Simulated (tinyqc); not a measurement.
Worked calculation: electroplating on a thin resistive seed layer: kinetics, Wagner number and the terminal effect across a wafer. Computed by tinyqc, a small Python program that keeps every step. Command: `OMP_NUM_THREADS=1 python tinyqc.py 3121111 3121112 out.jsonl terminal walk`. One thread of a shared host (Intel(R) Xeon(R) Processor @ 2.30GHz), about 0.02 s of CPU time with the checks. Intermediate numbers are printed to about 6 digits and carried at full precision; extremes and crossings named in words are read from the listed rows.

Current enters the seed at the rim. The bath is treated as a local resistance per area (no lateral flow in the liquid), two electrons per ion, molar volume 7.11 cm^3/mol, Faraday constant F = e N_A, kinematic viscosity 0.01 cm^2/s, omega = 2 pi x rpm/60; k_B T/e is in volts.

Inputs (values chosen for the exercise, of the order of those for copper plating from an acid sulfate bath):
```
quantity,value,unit
wafer radius R,15,cm
seed thickness t,13,nm
seed resistivity,4.3,microohm cm
bath conductivity kappa,0.11,S/cm
gap to the anode h,6.9,cm
extra resistance of a porous plate,0,ohm cm^2
exchange current density i_0,0.56,mA/cm^2
cathodic transfer coefficient alpha,0.54,-
mean current density,9.9,mA/cm^2
diffusivity of the metal ion,4.3e-06,cm^2/s
metal ion concentration,0.82,mol/L
rotation rate,30,rpm
temperature T,298,K
```

Constants: e = 1.602176634e-19 C; N_A = 6.02214076e+23 1/mol; k_B = 8.617333262e-05 eV/K.

## Rate, limit and resistances

Growth rate = i V_m/(2 F). Levich limit i_L = 0.62 x 2 F D^(2/3) omega^(1/2) nu^(-1/6) c. Tafel overpotential eta = (k_B T/(alpha e)) ln(i/i_0); kinetic resistance k_B T/(alpha e i); bath resistance h/kappa + plate; R_s = resistivity/t; Wagner number = kinetic resistance x kappa/R.

growth rate = 218.859 nm/min

limiting current i_L = 99.0644 mA/cm^2

overpotential = 136.595 mV

kinetic resistance = 4.80353 ohm cm^2

bath resistance R_b = 62.7273 ohm cm^2

sheet resistance R_s = 3.30769 ohm/square

Wagner number = 0.0352259

## Linear estimate of the terminal effect

Linearised: with R_t = kinetic + bath resistance the current density obeys (1/r)(r i')' = i R_s/R_t, so i = A I_0(r/l), l = sqrt(R_t/R_s); with x = R/l, edge/centre = I_0(x) and edge/mean = x I_0(x)/(2 I_1(x)). Voltage drop in the seed for a uniform current: i R_s R^2/4.

length l = 4.51844 cm

x = R/l = 3.31973

edge over centre, linear = 6.34577

edge over mean, linear = 1.99719

drop for uniform current = 1841.97 mV

## Current distribution

Full model: seed potential phi(r) with (1/r)(r phi')' = R_s i, where i solves phi = R_b i + (k_B T/(alpha e)) ln(i/i_0) (phi being the driving voltage left at r); phi'(0) = 0 and phi'(R) = R_s i_mean R/2. Solved by collocation to a tolerance of 1e-7.

Across the wafer:
```
r/R,i (mA/cm^2),i/mean,"i/mean, linear"
0.00,3.2599,0.32928,0.31473
0.20,3.5842,0.36204,0.35038
0.40,4.6893,0.47366,0.46953
0.60,7.0193,0.70902,0.71338
0.75,10.1004,1.02024,1.02736
0.90,15.0522,1.52042,1.52097
1.00,19.9107,2.01118,1.99719
```

edge over centre, full model = 6.10776

The full model gives 6.11 against 6.35 from the linear form; the kinetic resistance, which the linear form holds fixed, is a small part of R_t here.

## As the film thickens, and with more bath resistance

The film is taken as uniform, with the seed resistivity; the last column adds 100 ohm cm^2 to R_b. Extra power of that plate = i^2 x 100 ohm cm^2 x area.

Edge over centre:
```
thickness (nm),R_s (ohm/square),as given,with 100 ohm cm^2 more
13.0,3.30769,6.10776,2.45484
19.5,2.20513,3.81405,1.88788
26.0,1.65385,2.90803,1.63674
39.0,1.10256,2.14565,1.40574
65.0,0.66154,1.63044,1.23473
130.0,0.33077,1.29492,1.11418
260.0,0.16538,1.14256,1.05630
```

extra power = 6.92792 W

The ratio falls below 1.1 in none of these rows as given, and from 260 nm on with the added resistance: what counts is R_s R^2 against the sum of kinetic and bath resistance.

Checks made by the program: mean of the distribution (relative difference 3e-07).
